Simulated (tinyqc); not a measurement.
From results back to parameters: effective work function and flat-band voltage of a metal/high-k/SiO2/Si stack with a dipole layer. Two cases, with inputs chosen for the exercise.

Problem. Three stacks with (t1, t2) = (8, 20), (30, 20) and (8, 60) angstrom have the flat-band voltages below. VFB = W0 - (chi + dEF) - 4 pi e2 [Q1 EOT + Q2 x2]/3.9 with x2 = t2 3.9/eps2, EOT = t1 + x2, e2 = e^2/4 pi eps0, 1 cm^-2 = 1e-16 angstrom^-2; W0 is the work function with the dipole step.

Constants: e^2/(4 pi eps0) = 14.39964547 eV angstrom.

Case 1.

Values chosen (out of a larger set: a stack on Si capped with an yttrium-like oxide; not measured data):
- chi = 4.061 eV (electron affinity of the channel)
- dEF = 0.498 eV (Ec - EF in the channel)
- eps = (3.9, 24.5) (their dielectric constants)

VFB (V): 0.1425273  -0.0003779  0.1750246

Case 2.

Values chosen (out of a larger set: a stack on Si capped with an yttrium-like oxide; not measured data):
- chi = 4.048 eV (electron affinity of the channel)
- dEF = 0.673 eV (Ec - EF in the channel)
- eps = (3.9, 24.8) (their dielectric constants)

VFB (V): -0.4494658  -0.5066278  -0.5095883

Find: Q1; Q2; W0.

Solution. The first two stacks differ in t1 alone and give Q1; the first and third give Q1 + Q2; W0 follows from any of them.

Case 1.

Q1 = 1.4e+12 e/cm^2
Q2 = -2.5e+12 e/cm^2
W0 = 4.737 eV

Case 2.

Q1 = 5.6e+11 e/cm^2
Q2 = 1.5e+12 e/cm^2
W0 = 4.322 eV

Computed by tinyqc, one run a case: `OMP_NUM_THREADS=1 python tinyqc.py N N+1 out.jsonl` with N = 1880349, 1880352; one thread of a shared Intel(R) Xeon(R) Processor @ 2.30GHz, about 0.01 s a run at most.
